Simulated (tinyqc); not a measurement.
Tension along [110]: repopulation and mass change: two-band k.p model of the Delta valleys near the X point under shear strain.

Valley pair on the [001] axis, kz counted from the X point, c = hbar^2/2m0, k0 = kx0 2 pi/a. H = (c kz^2/ml + c (kx^2 + ky^2)/mt + c k0^2/ml) 1 + (2 c k0 kz/ml) sigma_z + (D exy - 2 c kx ky/Mp) sigma_x, so E = c kz^2/ml + c (kx^2 + ky^2)/mt + c k0^2/ml -/+ sqrt((2 c k0 kz/ml)^2 + (D exy - 2 c kx ky/Mp)^2). Without strain the lower band has its minima, E = 0, at kz = +/- k0. Shifts from diagonal strain are left out.

For |eta| < 1: k_min = k0 sqrt(1 - eta^2), E_min = -Delta eta^2/2, ml(eta) = ml/(1 - eta^2), 1/m[110] = 1/mt + eta/Mp, 1/m[1-10] = 1/mt - eta/Mp. For |eta| > 1 the minimum sits at X: E_min = -Delta (2 |eta| - 1)/2, ml(eta) = ml/(1 - 1/|eta|), and eta is replaced by its sign in the transverse masses. Here Delta = 2 c k0^2/ml and eta = D exy/Delta.

s11 = (C11 + C12)/((C11 - C12)(C11 + 2 C12)), s12 = -C12/((C11 - C12)(C11 + 2 C12)), s44 = 1/C44; exx = s11 sxx + s12 (syy + szz) and cyclic, exy = s44 sxy/2; tension is positive. A uniaxial stress X along the unit vector n is s_ij = X n_i n_j.

Constants: hbar^2/2m0 = 3.80998211 eV angstrom^2; kB = 8.617333262e-05 eV/K.

Inputs chosen for the exercise (near those of Si; the results hold for these values, not for the real material): a = 5.432 angstrom (lattice constant); ml = 0.89 m0 (longitudinal mass); mt = 0.195 m0 (transverse mass); kx0 = 0.152 2 pi/a (distance of the minimum from X); D = 13.3 eV (shear deformation potential); Mp = 0.238 m0 (coupling mass); C11 = 164.4 GPa; C12 = 64.4 GPa; C44 = 79.7 GPa; Xu = 8.87 eV (uniaxial potential); T = 300 K (temperature).

The z valleys move against the x and y valleys by Xu (ezz - exx) and, through the shear, by E_min. Share of the z valleys n = w/(w + 2 exp(dE/kT)), dE the total relative shift, w = sqrt(ml(eta) m[110] m[1-10]/(ml mt^2)). Along [110]: 1/m_c = n/m[110] + (1 - n)(1/ml + 1/mt)/2. Fixed masses means E_min = 0, w = 1, m[110] = mt. Gains are against 3/(1/ml + 2/mt) at a fixed scattering time.

Results:
```
X (GPa)  Xu (ezz - exx) (meV)  E_min (meV)  m[110]  m_c fixed masses  m_c with shear  gain fixed (%)  gain with shear (%)
0.00                      0.0          0.0  0.1950            0.2636          0.2636             0.0                  0.0
0.50                    -22.2         -0.8  0.1832            0.2376          0.2268            11.0                 16.3
1.00                    -44.4         -3.3  0.1727            0.2175          0.1938            21.2                 36.0
1.50                    -66.5         -7.4  0.1634            0.2056          0.1716            28.2                 53.6
2.00                    -88.7        -13.2  0.1550            0.1997          0.1578            32.0                 67.1
3.00                   -133.1        -29.6  0.1405            0.1959          0.1408            34.6                 87.3
```

Give the missing row, X (GPa) = 0.25.

Computed row:
```
X (GPa)  Xu (ezz - exx) (meV)  E_min (meV)  m[110]  m_c fixed masses  m_c with shear  gain fixed (%)  gain with shear (%)
0.25                    -11.1         -0.2  0.1889            0.2503          0.2456             5.3                  7.4
```

At 1 GPa repopulation alone gives 21.2 % and the shear terms raise it to 36.0 %. From 2 to 3 GPa the fixed-mass gain grows by 2.6 points, towards its ceiling of 35.2 % when all electrons sit in the z valleys, whereas the gain with shear grows by 20.2 points because m[110] keeps falling.

Program tinyqc; command `OMP_NUM_THREADS=1 python tinyqc.py 1080645 1080646 out.jsonl`; about 0.01 s on one thread of a shared Intel(R) Xeon(R) Processor @ 2.30GHz.
